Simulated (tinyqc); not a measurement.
Inside a calculation. Method: tight binding, dimerised chain. One step of it, computed by the program tinyqc.

Question. Levels at X. Diagonalise the Hermitian matrix.

H(k) at X (eV):
```
           A          B
A   0.000000  -0.670000
B  -0.670000   0.000000
```

Give: eigenvalues; weights |c|^2 of the basis functions.

Answer.

eigenvalues (eV): -0.6700  0.6700

weights |c|^2 of the basis functions:
```
   band 1  band 2
A  0.5000  0.5000
B  0.5000  0.5000
```
